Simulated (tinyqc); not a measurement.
Admittance spectroscopy and thermally stimulated current of one trap level in a depletion layer: one step, computed by the program tinyqc.

A Schottky junction on n-type material holds one donor-like electron trap; shallow donors are fully ionised and abrupt depletion edges are assumed.

Task: Temperature of the peak. N_c = 2 (2 pi m k_B T/h^2)^(3/2), v_th = sqrt(3 k_B T/m), emission rate e_n = sigma v_th N_c exp(-E_t/(k_B T)). Where the level crosses the Fermi level capture equals emission, so the trap follows the signal with the rate 2 e_n; G/omega peaks at omega = 2 e_n (the correction for large N_t/N is left out). Solve 2 e_n(T_p) = 2 pi f.

Inputs (values chosen for the exercise, modelled on n-type GaAs):
```
quantity                         value    unit
density-of-states mass m        0.0676     m_0
shallow doping N               3.8e+15  1/cm^3
trap depth E_t below the band    0.551      eV
capture cross section sigma    6.6e-16    cm^2
test frequency f                900000      Hz
```

Constants: k_B = 1.380649e-23 J/K; m_0 = 9.1093837015e-31 kg; h = 6.62607015e-34 J s; k_B = 8.617333262e-05 eV/K.

Give: peak temperature T_p; N_c at T_p; e_n at T_p; E_c - E_F = k_B T_p ln(N_c/N).

Result:

peak temperature T_p = 641.9 K

N_c at T_p = 1.381e+18 1/cm^3

e_n at T_p = 2.827e+06 1/s

E_c - E_F = k_B T_p ln(N_c/N) = 0.3261 eV
